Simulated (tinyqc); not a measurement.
What each parameter does: two-dimensional electron gas with Rashba and Dresselhaus coupling.

H = c k^2/m + al (ky sx - kx sy) + b1 (kx sx - ky sy) + gam kx ky (kx sy - ky sx), s the Pauli matrices, x = [100], c = hbar^2/2m0, b1 = gam (pi/L)^2 (hard walls). H = c k^2/m + B.s, so E = c k^2/m -/+ |B| and the lower state has its spin along -B.

Constants: hbar^2/2m0 = 3.80998211 eV angstrom^2.

Parameters, chosen for this exercise (of the size met in GaN; shifted at random, so the results belong to these values and not to a real crystal):
```
symbol  value   unit           meaning
m       0.2282  m0             mass
al      0.0065  eV angstrom    Rashba constant
gam     0       eV angstrom^3  bulk Dresselhaus constant
L       167     angstrom       width of the (001) well
n       3.2     1e11/cm^2      sheet density (one subband filled)
```

Splittings 2|B| at k0 = sqrt(2 pi n) along [100], [110] and [-110], and E0 = c k0^2/m; 1e11/cm^2 = 1e-5/angstrom^2.

Results for these values:
```
case  [100] (meV)  [110] (meV)  [-110] (meV)  E0 (meV)
base       0.1843       0.1843        0.1843      3.36
```

What happens to each result for al = 0.0078 eV angstrom, all else kept?

Answer: [100] rises from 0.1843 to 0.2212; [110] rises from 0.1843 to 0.2212; [-110] rises from 0.1843 to 0.2212; E0 does not change at the printed digits.

The same for each parameter in turn:
```
case                     [100] (meV)  [110] (meV)  [-110] (meV)  E0 (meV)
base                          0.1843       0.1843        0.1843      3.36
m = 0.25102 m0                0.1843       0.1843        0.1843      3.05
al = 0.0078 eV angstrom       0.2212       0.2212        0.2212      3.36
gam = 3 eV angstrom^3         0.1868       0.2059        0.1628      3.36
L = 187 angstrom              0.1843       0.1843        0.1843      3.36
n = 4.8 1e11/cm^2             0.2258       0.2258        0.2258      5.04
```

tinyqc: `OMP_NUM_THREADS=1 python tinyqc.py 1450518 1450519 out.jsonl`; about 0.01 s, one thread, shared Intel(R) Xeon(R) Processor @ 2.30GHz.
